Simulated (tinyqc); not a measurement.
Strain and the order of the valence edges: six-band k.p model of the valence band of a wurtzite crystal.

At k = 0: E1 = D1c + D2c + Te + Le (pure HH); E2, E3 = Le + u +/- sqrt(u^2 + 2 D3c^2), u = (D1c - D2c + Te)/2, D1c = Dcr, D2c = D3c = Dso/3. The weight of LH in state 2 is fL = (E2 - Le)^2/((E2 - Le)^2 + 2 D3c^2). Relative strengths of transitions to the conduction band: for E perpendicular to c (TE) 1/2, fL/2, (1 - fL)/2; for E along c (TM) 0, 1 - fL, fL, with one momentum element for both directions.

Strain of a c-plane layer: exx = eyy = e_par, ezz = -2 (C13/C33) e_par; Le = D1 ezz + D2 (exx + eyy), Te = D3 ezz + D4 (exx + eyy).

Conduction edge: Ec = (top of the unstrained valence band) + Eg + (a1 + D1) ezz + (a2 + D2)(exx + eyy).
Constants: kB = 8.617333262e-05 eV/K.

Inputs chosen for the exercise (near those of AlN; not measured data): Dcr = -0.1551 eV (crystal-field splitting); Dso = 0.0189 eV (spin-orbit splitting); Eg = 6.21 eV (direct gap at Gamma from the top of the unstrained valence band); a1 = -3.49 eV (gap potential along c); a2 = -11.48 eV (gap potential in the plane); D1 = -16.45 eV; D2 = 7.67 eV; D3 = 8.65 eV; D4 = -3.9 eV; C13 = 110 GPa; C33 = 373 GPa; T = 400 K (temperature).

Edges from the unstrained top. Degree of polarisation (TE - TM)/(TE + TM), each state weighted by exp(E/kT) alone (equal densities of states).

Results:

| e_par (%) | E1 (meV) | E2 (meV) | E3 (meV) | fL | lowest transition (eV) | polarisation |
|---|---|---|---|---|---|---|
| -1.20 | -295.0 | -294.8 | -313.8 | 0.327 | 6.4551 | -0.004 |
| -0.90 | -258.6 | -224.2 | -272.8 | 0.035 | 6.3969 | -0.506 |
| -0.30 | -185.7 | -75.0 | -199.0 | 0.005 | 6.2726 | -0.929 |
| 0.00 | -149.3 | 0.0 | -162.4 | 0.003 | 6.2100 | -0.975 |
| 0.30 | -112.9 | 75.0 | -125.9 | 0.002 | 6.1474 | -0.991 |
| 0.60 | -76.4 | 150.1 | -89.4 | 0.001 | 6.0847 | -0.996 |
| 0.90 | -40.0 | 225.2 | -52.9 | 0.001 | 6.0221 | -0.998 |
| 1.20 | -3.6 | 300.3 | -16.5 | 0.001 | 5.9594 | -0.999 |

Give the missing row, e_par (%) = -0.60.

Computed row:
```
e_par (%)  E1 (meV)  E2 (meV)  E3 (meV)     fL  lowest transition (eV)  polarisation
-0.60        -222.1    -149.8    -235.7  0.011                  6.3350        -0.804
```

E1 = E2 requires Dcr + Te = 0, which here falls at e_par = -1.20 %, outside the sweep, so state 2 stays on top. The polarisation goes from 0.00 to -1.00; the lowest transition moves by -207 meV per 1 % on average.

(tinyqc, `OMP_NUM_THREADS=1 python tinyqc.py 1080091 1080092 out.jsonl`, Intel(R) Xeon(R) Processor @ 2.30GHz, 1 thread, shared host, about 0.01 s.)
